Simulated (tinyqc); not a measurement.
Bandgap voltage reference from two bipolar transistors: two steps of the calculation.

Two transistors of area 1 and N carry the same current I. Is(T) = Is (T/T0)^eta exp[(Vg0 q/kB)(1/T0 - 1/T)], VBE1 = Vt ln(I/Is(T)) + I rb, VBE2 = Vt ln(I/(N Is(T))) + I rb/N. The amplifier forces I R1(T) = VBE1 - VBE2 + Vos, with R(T) = R (1 + tc (T - T0)) for both resistors, and the output is Vref = VBE1 + I R2(T). Base currents and the Early effect are neglected.

Parameters, values chosen for the exercise; values of the order met in silicon bipolar transistors: reference temperature T0 = 298 K; band-gap voltage extrapolated to 0 K Vg0 = 1.163 V; temperature exponent of the saturation current eta = 3.9; saturation current of the unit transistor at T0 Is = 1.9e-16 A; area ratio of the second transistor N = 8; resistor across which the difference of VBE falls, at T0 R1 = 3.9 kohm; temperature coefficient of both resistors tc = 0 ppm/K; offset of the amplifier Vos = 0 mV; series resistance of the unit transistor rb = 0 ohm; output resistor at T0 R2 = 42.84 kohm; temperature T = 253 K.

Constants: q = 1.602176634e-19 C, kB = 1.380649e-23 J/K. Results are converted to the units shown.

Task 1. Operating point at the reference temperature. Vt = kB T/q; I = (Vt ln N + Vos)/(R1(T) - rb (1 - 1/N)). Evaluate at T = T0.

Find: Vt; I; Is(T); VBE1; I R2; Vref.

Result 1.

Vt = 0.02568 V
I = 13.69 uA
Is(T) = 1.900e-16 A
VBE1 = 0.6420 V
I R2 = 0.5866 V
Vref = 1.229 V

Task 2. Operating point at another temperature. 

Wanted: Vt; I; Is(T); VBE1; I R2; Vref.

Result 2.

Vt = 0.021802 V
I = 11.625 uA
Is(T) = 3.1849e-20 A
VBE1 = 0.73104 V
I R2 = 0.49799 V
Vref = 1.2290 V

From T0 to T, VBE1 changes by 89.0 mV and I R2 by -88.6 mV, which leaves 0.447 mV in Vref.

tinyqc, about 0.03 s, one thread, Intel Xeon 2.30GHz (shared host): `OMP_NUM_THREADS=1 python tinyqc.py 2062096 2062097 out.jsonl`
